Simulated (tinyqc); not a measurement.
Coverage against grain size: equilibrium and kinetic segregation of a solute to boundaries and growing surfaces. Computed by tinyqc, a small Python program. Command: `OMP_NUM_THREADS=1 python tinyqc.py 3004659 3004660 out.jsonl segreg walk`. One thread of a shared host (Intel(R) Xeon(R) Processor @ 2.30GHz), about 0.01 s of CPU time with the checks.

Inputs (values chosen for the exercise, modelled on arsenic in polycrystalline silicon):

| quantity | value | unit |
|---|---|---|
| segregation energy Q | 0.387 | eV |
| total solute fraction x0 | 0.0044 | - |
| temperature T | 1325 | K |
| boundary thickness delta | 0.58 | nm |

Isotherm: Langmuir-McLean.

Constants: k_B = 8.617333262e-05 eV/K.

Method. With theta the solute fraction on boundary sites and x that in the grains, theta/(1 - theta) = [x/(1 - x)] exp[Q/(k_B T)]. Finite grains: boundary sites are the fraction f = 3 delta/d, and x0 = (1 - f) x + f theta; solve both equations for theta; share at boundaries = f theta/x0.

At T:

| d (nm) | theta | x in the grains | share at boundaries (%) |
|---|---|---|---|
| 15 | 0.02999 | 0.0010418 | 79.069 |
| 30 | 0.04818 | 0.0017044 | 63.510 |
| 60 | 0.06867 | 0.0024806 | 45.257 |
| 120 | 0.08665 | 0.0031898 | 28.556 |
| 250 | 0.09992 | 0.0037305 | 15.806 |
| 500 | 0.10736 | 0.0040404 | 8.491 |
| 1000 | 0.11146 | 0.0042134 | 4.408 |
| 5000 | 0.11495 | 0.0043615 | 0.909 |

From the largest grains to the smallest the share at boundaries rises from 0.91 to 79 %, and x/x0 falls to 0.24. In the dilute limit x/x0 = 1/(1 - f + f exp(Q/(k_B T))), which gives 0.23 at 15 nm.

Extremes, crossings and ranges named in words are read from the listed rows.
